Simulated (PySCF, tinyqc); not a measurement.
Worked calculation: CCSD on RHF in the sto-6g basis, for H6, spin multiplicity 1. The lowest restricted solution is unstable here: a spin-polarised one lies 0.0143 hartree lower (PySCF). One step of it, computed by the program tinyqc.

Task: CCSD: starting amplitudes. t_ij^ab = <ij||ab> / (e_i + e_j - e_a - e_b), whose energy is MP2.

orbital energies (hartree): [-0.548243, -0.463658, -0.341290, 0.184825, 0.407702, 0.633537]

Two-electron integrals over orbitals (pq|rs), unique and non-zero (hartree):
```
(11|11) 0.373115    (21|11) -0.000107   (21|21) 0.123954    (22|11) 0.294598
(22|21) -0.000071   (22|22) 0.345691    (31|11) 0.074193    (31|21) 0.000238
(31|22) -0.048251   (31|31) 0.116460    (32|11) 0.000350    (32|21) -0.109677
(32|22) -0.000039   (32|31) 0.000147    (32|32) 0.128558    (33|11) 0.336971
(33|21) 0.000236    (33|22) 0.305077    (33|31) 0.033914    (33|32) -0.000148
(33|33) 0.337254    (41|11) 0.000120    (41|21) -0.040530   (41|22) -0.000127
(41|31) 0.000120    (41|32) -0.011032   (41|33) 0.000049    (41|41) 0.084257
(42|11) -0.059603   (42|21) -0.000231   (42|22) 0.001238    (42|31) -0.052316
(42|32) -0.000027   (42|33) -0.008227   (42|41) 0.000100    (42|42) 0.077071
(43|11) 0.000256    (43|21) -0.065992   (43|22) -0.000008   (43|31) 0.000098
(43|32) 0.062588    (43|33) -0.000077   (43|41) 0.015529    (43|42) -0.000086
(43|43) 0.089132    (44|11) 0.338891    (44|21) 0.000221    (44|22) 0.305907
(44|31) 0.033341    (44|32) -0.000131   (44|33) 0.331841    (44|41) 0.000043
(44|42) -0.014927   (44|43) -0.000064   (44|44) 0.342953    (51|11) 0.008661
(51|21) -0.000098   (51|22) 0.029539    (51|31) -0.025031   (51|32) -0.000093
(51|33) -0.013606   (51|41) 0.000143    (51|42) -0.038724   (51|43) 0.000081
(51|44) -0.007824   (51|51) 0.052290    (52|11) -0.000132   (52|21) 0.028628
(52|22) 0.000121    (52|31) -0.000164   (52|32) 0.005147    (52|33) -0.000060
(52|41) -0.056340   (52|42) -0.000044   (52|43) 0.043333    (52|44) -0.000057
(52|51) -0.000068   (52|52) 0.094449    (53|11) -0.063979   (53|21) -0.000226
(53|22) -0.002198   (53|31) -0.054478   (53|32) -0.000037   (53|33) -0.016981
(53|41) 0.000092    (53|42) 0.074472    (53|43) -0.000100   (53|44) -0.013947
(53|51) -0.035394   (53|52) -0.000046   (53|53) 0.078531    (54|11) 0.000330
(54|21) -0.110469   (54|22) -0.000043   (54|31) 0.000126    (54|32) 0.124570
(54|33) -0.000163   (54|41) -0.005418   (54|42) -0.000020   (54|43) 0.064202
(54|44) -0.000146   (54|51) -0.000073   (54|52) 0.004353    (54|53) -0.000025
(54|54) 0.131724    (55|11) 0.305572    (55|21) -0.000064   (55|22) 0.350753
(55|31) -0.042388   (55|32) -0.000042   (55|33) 0.314782    (55|41) -0.000104
(55|42) -0.001311   (55|43) -2.40e-06   (55|44) 0.320777    (55|51) 0.029342
(55|52) 0.000111    (55|53) -0.003443   (55|54) -0.000041   (55|55) 0.369695
(61|11) -0.000029   (61|21) -0.001278   (61|22) -0.000090   (61|31) 0.000054
(61|32) -0.018332   (61|33) 0.000047    (61|41) 0.030202    (61|42) 0.000119
(61|43) 0.054329    (61|44) 0.000040    (61|51) -0.000038   (61|52) 0.037427
(61|53) 0.000106    (61|54) -0.016394   (61|55) -0.000083   (61|61) 0.072058
(62|11) 0.011623    (62|21) -0.000100   (62|22) 0.032066    (62|31) -0.023661
(62|32) -0.000083   (62|33) -0.007161   (62|41) 0.000144    (62|42) -0.036569
(62|43) 0.000097    (62|44) -0.009228   (62|51) 0.049952    (62|52) -0.000059
(62|53) -0.038514   (62|54) -0.000078   (62|55) 0.031590    (62|61) -0.000023
(62|62) 0.051909    (63|11) 0.000119    (63|21) -0.042493   (63|22) -0.000117
(63|31) 0.000110    (63|32) -0.005504   (63|33) 0.000044    (63|41) 0.081739
(63|42) 0.000113    (63|43) 0.016491    (63|44) 0.000046    (63|51) 0.000131
(63|52) -0.057314   (63|53) 0.000108    (63|54) -0.006776   (63|55) -0.000113
(63|61) 0.029274    (63|62) 0.000139    (63|63) 0.085901    (64|11) 0.076583
(64|21) 0.000225    (64|22) -0.043594   (64|31) 0.114255    (64|32) 0.000159
(64|33) 0.035297    (64|41) 0.000113    (64|42) -0.054858   (64|43) 0.000108
(64|44) 0.036612    (64|51) -0.022898   (64|52) -0.000162   (64|53) -0.056446
(64|54) 0.000145    (64|55) -0.045514   (64|61) 0.000048    (64|62) -0.023042
(64|63) 0.000114    (64|64) 0.122393    (65|11) -0.000121   (65|21) 0.127823
(65|22) -0.000047   (65|31) 0.000209    (65|32) -0.114732   (65|33) 0.000248
(65|41) -0.041576   (65|42) -0.000228   (65|43) -0.070271   (65|44) 0.000236
(65|51) -0.000092   (65|52) 0.029508    (65|53) -0.000227   (65|54) -0.119076
(65|55) -0.000048   (65|61) -0.001876   (65|62) -0.000097   (65|63) -0.045908
(65|64) 0.000214    (65|65) 0.141504    (66|11) 0.392950    (66|21) -0.000079
(66|22) 0.311834    (66|31) 0.077744    (66|32) 0.000338    (66|33) 0.357259
(66|41) 0.000116    (66|42) -0.064063   (66|43) 0.000258    (66|44) 0.363658
(66|51) 0.009984    (66|52) -0.000132   (66|53) -0.069695   (66|54) 0.000329
(66|55) 0.330040    (66|61) -0.000030   (66|62) 0.013403    (66|63) 0.000119
(66|64) 0.084521    (66|65) -0.000099   (66|66) 0.430845
```

Give: Starting amplitudes; correlation energy.

Result:

Starting amplitudes (spin orbitals 1a, 1b, ...; amplitudes related by a flip of all spins are not repeated; the 24 largest):
```
from      to        t
3a 3b  4a 4b  -0.0847
2a 2b  4a 4b  -0.0594
1a 1b  4a 4b  -0.0575
2a 2b  5a 5b  -0.0542
2a 3b  4a 5b  -0.0533
3a 3b  5a 5b  -0.0524
1a 3b  4a 6b  -0.0479
3a 3b  6a 6b  -0.0441
1a 2b  4a 5b   0.0351
1a 3b  4b 6a   0.0318
2a 3b  5a 6b   0.0310
2a 3b  4b 5a   0.0310
1a 1b  6a 6b  -0.0305
1a 1b  5a 5b  -0.0273
1a 2b  5a 6b  -0.0243
1a 2b  4b 5a  -0.0241
2a 2b  6a 6b  -0.0237
2a 3a  4a 5a  -0.0223
2a 2b  4a 6b   0.0209
2a 3b  5b 6a  -0.0209
1a 3b  5a 5b   0.0208
1a 2b  5b 6a   0.0182
1a 3a  4a 6a  -0.0160
1a 1b  4a 6b  -0.0158
```

correlation energy = -0.080224 hartree
